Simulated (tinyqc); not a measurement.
# MOS capacitor on a p-type substrate, surface potential from the exact charge relation: several studies

Uniform p-type substrate, Boltzmann statistics, full ionisation, classical densities. psi is the surface potential against the body (positive when the bands bend down) and u = psi/Vt. Traps are spread evenly over the gap and neutral at flat band, so their charge is -q Dit psi; the minority quasi-Fermi level is shifted by Vb.

Inputs (values chosen for the exercise); band and dielectric values those of a made-up semiconductor:

| symbol | value | unit | meaning |
|---|---|---|---|
| T | 300 | K | temperature |
| Eg | 1.24 | eV | band gap |
| eps_r | 9.67 |  | relative permittivity |
| Nc | 2.95e19 | cm^-3 | conduction-band density of states at T |
| Nv | 3.16e19 | cm^-3 | valence-band density of states at T |
| chi | 3.79 | eV | electron affinity |
| N | 5.6e17 | cm^-3 | acceptor density of the substrate |
| eox | 3.9 |  | relative permittivity of the gate insulator (close to silicon dioxide) |
| tox | 4.3 | nm | insulator thickness |
| phiM | 4.81 | eV | gate work function |
| Nf | 0 | cm^-2 | fixed charge at the interface, in units of q |
| Dit | 1.5e10 | cm^-2 eV^-1 | density of interface traps |
| Vb | 0 | V | reverse bias of the inversion layer against the body |

Constants: q = 1.602176634e-19 C, kB = 1.380649e-23 J/K, Vt = kB T/q, eps0 = 8.8541878128e-14 F/cm where lengths are in cm. Results are converted to the units shown.

Each table varies one quantity; the others keep the values above.

## Capacitance-voltage curves

ni = sqrt(Nc Nv) exp(-Eg/(2 Vt)), Eg in volts; phiF = Vt ln(N/ni); Cox = eps0 eox/tox; Vfb = phiM - chi - (Eg - Vt ln(Nv/N)) - q Nf/Cox; Q0 = sqrt(2 eps0 eps_r q N Vt); r = (ni/N)^2 exp(-Vb/Vt); VT = Vfb + [(2 phiF + Vb)(1 + q Dit/Cox) + sqrt(2 eps0 eps_r q N (2 phiF + Vb))/Cox]. u = psi/Vt; F^2 = exp(-u) + u - 1 + r (exp(u) - u - 1); Qs = -sign(u) Q0 F; Cs = -dQs/dpsi = (Q0/Vt) |1 - exp(-u) + r (exp(u) - 1)|/(2 F). psi solves Vg = Vfb + psi + (q Dit psi - Qs)/Cox. Low frequency: 1/C_LF = 1/Cox + 1/(Cs + q Dit). High frequency, in the simple estimate in which traps and minority carriers do not follow: 1/C_HF = 1/Cox + 1/Cd, Cd being Cs with r = 0 at the same psi. Deep depletion: r = 0 and Dit = 0 both in the equation for psi and in Cs. Minority sheet density N_inv = (Q0/(2 q)) int_0^u r (exp(t) - 1)/F(t) dt for u > 0. N_inv under 1 cm^-2 is printed as 0. Regimes: accumulation when majority carriers gather, then depletion up to |psi| = phiF + Vb, weak inversion up to 2 phiF + Vb, strong inversion beyond.

Capacitance-voltage curves:
```
Vg (V)   psi (V)  C_LF/Cox  C_HF/Cox  C_deep/Cox  N_inv (cm^-2)            regime
-0.77    -0.1032    0.9201    0.9201      0.9201              0      accumulation
-0.44   -0.06867    0.8608    0.8607      0.8608              0      accumulation
-0.11   0.001837    0.6774    0.6771      0.6771              0         depletion
0.22      0.1579    0.4023    0.4012      0.4010              0         depletion
0.55      0.3759    0.2935    0.2920      0.2918              0         depletion
0.88      0.6182    0.2425    0.2407      0.2405           4482    weak inversion
1.21      0.8737    0.2117    0.2095      0.2093        7.278e7    weak inversion
1.54       1.092    0.6957    0.1912      0.1878       2.860e11  strong inversion
1.87       1.143    0.9110    0.1876      0.1717       1.635e12  strong inversion
2.2        1.166    0.9465    0.1860      0.1592       3.163e12  strong inversion
2.53       1.181    0.9611    0.1851      0.1491       4.734e12  strong inversion
```

Read the table: what changes, and by how much?

C_LF/Cox is lowest, 0.212, at Vg = 1.21 V (weak inversion) among the rows listed and is 0.961 in the last row, where C_HF/Cox is 0.185 and the deep-depletion value 0.149. Vfb = -0.116 V, where C_HF/Cox = 0.682 (Cox in series with eps0 eps_r/LD), and VT = 1.42 V. Over the last two rows psi moves by only 0.045 V a volt of gate bias, since the inversion charge screens the body. In strong accumulation and inversion degeneracy and confinement, left out here, lower the capacitance.

## Effect of the relative permittivity of the gate insulator on threshold and swing

ni = sqrt(Nc Nv) exp(-Eg/(2 Vt)), Eg in volts; phiF = Vt ln(N/ni); Cox = eps0 eox/tox; Vfb = phiM - chi - (Eg - Vt ln(Nv/N)) - q Nf/Cox; VT = Vfb + [(2 phiF + Vb)(1 + q Dit/Cox) + sqrt(2 eps0 eps_r q N (2 phiF + Vb))/Cox]. gamma = sqrt(2 eps0 eps_r q N)/Cox; Wm = sqrt(2 eps0 eps_r (2 phiF + Vb)/(q N)); m = 1 + (eps0 eps_r/Wm + q Dit)/Cox; swing m Vt ln 10; Cmin/Cox = 1/(1 + Cox Wm/(eps0 eps_r)).

The same in every row: Vfb (V) = -0.1157; 2 phiF (V) = 1.033; Wm (nm) = 44.41.

Effect of the relative permittivity of the gate insulator on threshold and swing:
```
eox  gamma (V^0.5)  VT (V)      m  swing (mV/decade)  Cmin/Cox
3.9         0.4881   1.417  1.243              74.00    0.1936
5           0.3807   1.307  1.190              70.81    0.1577
7.5         0.2538   1.177  1.126              67.05    0.1110
9           0.2115   1.134  1.105              65.80   0.09423
15          0.1269   1.047  1.063              63.29   0.05876
22         0.08653   1.006  1.043              62.09   0.04082
30         0.06345  0.9824  1.032              61.41   0.03027
```

As eox goes from 3.9 to 30, VT falls from 1.42 to 0.982 V, the swing falls from 74.0 to 61.4 mV/decade and Cmin/Cox falls from 0.194 to 0.0303. Vfb does not move. m - 1 goes as eox^(-1.00), that is as 1/Cox.

## Effect of the insulator thickness on threshold and swing

Same model as above.

The same in every row: Vfb (V) = -0.1157; 2 phiF (V) = 1.033; Wm (nm) = 44.41.

Results:
```
tox (nm)  gamma (V^0.5)  VT (V)      m  swing (mV/decade)  Cmin/Cox
1.1              0.1249   1.045  1.062              63.23   0.05786
1.6              0.1816   1.103  1.090              64.91   0.08201
2.4              0.2724   1.196  1.136              67.60    0.1182
3.5              0.3973   1.324  1.198              71.30    0.1635
7.8              0.8854   1.823  1.441              85.77    0.3034
12                1.362   2.311  1.678              99.91    0.4012
17                1.930   2.891  1.961              116.7    0.4870
```

Estimate the missing row, tox = 5.2 nm.

Computed row:
```
tox (nm)  gamma (V^0.5)  VT (V)      m  swing (mV/decade)  Cmin/Cox
5.2              0.5903   1.521  1.294              77.02    0.2250
```

With this row back in the table: As tox goes from 1.1 to 17, VT rises from 1.05 to 2.89 V, the swing rises from 63.2 to 117 mV/decade and Cmin/Cox rises from 0.0579 to 0.487. Vfb does not move. m - 1 goes as tox^(1.00), that is as 1/Cox.

Numbers from tinyqc (`OMP_NUM_THREADS=1 python tinyqc.py 2060096 2060097 out.jsonl`; about 0.01 s on one thread of a shared Intel Xeon 2.30GHz).
